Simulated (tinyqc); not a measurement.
Fermi-Dirac statistics of conduction electrons: one step. Fermi level in the non-parabolic band. Five cases, with inputs chosen for the exercise.

Problem. Solve for eta at the same n.

Non-parabolic band E (1 + alpha E) = c k^2/m: n = Nc (2/sqrt(pi)) integral_0^infinity sqrt(x (1 + a x)) (1 + 2 a x) dx/(1 + exp(x - eta)) with a = alpha kT and eta = (EF - Ec)/kT; a = 0 gives n = Nc F_1/2(eta).

Give: a; eta; EF - Ec.

Case 1.

Values chosen (out of a larger set: near those of InSb, lowest valleys alone; not measured data): alpha = 4.89 1/eV (non-parabolicity).

u = n/Nc = 1.083821
kT = 0.01723467 eV

Solution.

a = 0.08428
eta = 0.028
EF - Ec = 0.48 meV

The extra states lower EF by 7.42 meV against the parabolic band.

Case 2.

Values chosen (out of a larger set: near those of Si, lowest valleys alone; not measured data): alpha = 0.52 1/eV (non-parabolicity).

u = n/Nc = 2.605499
kT = 0.01723467 eV

Solution.

a = 0.00896
eta = 1.761
EF - Ec = 30.35 meV

The extra states lower EF by 1.49 meV against the parabolic band.

Case 3.

Values chosen (out of a larger set: near those of GaN, lowest valleys alone; not measured data): alpha = 0.18 1/eV (non-parabolicity).

u = n/Nc = 0.1699216
kT = 0.02585200 eV

Solution.

a = 0.00465
eta = -1.731
EF - Ec = -44.76 meV

The extra states lower EF by 0.49 meV against the parabolic band.

Case 4.

Values chosen (out of a larger set: near those of GaN, lowest valleys alone; not measured data): alpha = 0.19 1/eV (non-parabolicity).

u = n/Nc = 0.2115643
kT = 0.02585200 eV

Solution.

a = 0.00491
eta = -1.499
EF - Ec = -38.75 meV

The extra states lower EF by 0.53 meV against the parabolic band.

Case 5.

Values chosen (out of a larger set: near those of Si, lowest valleys alone; not measured data): alpha = 0.51 1/eV (non-parabolicity).

u = n/Nc = 0.1293769
kT = 0.03446933 eV

Solution.

a = 0.01758
eta = -2.068
EF - Ec = -71.30 meV

The extra states lower EF by 2.38 meV against the parabolic band.

Computed by tinyqc, one run a case: `OMP_NUM_THREADS=1 python tinyqc.py N N+1 out.jsonl` with N = 1651946, 1652043, 1652074, 1652463, 1652494; one thread of a shared Intel(R) Xeon(R) Processor @ 2.30GHz, about 0.01 s a run at most.
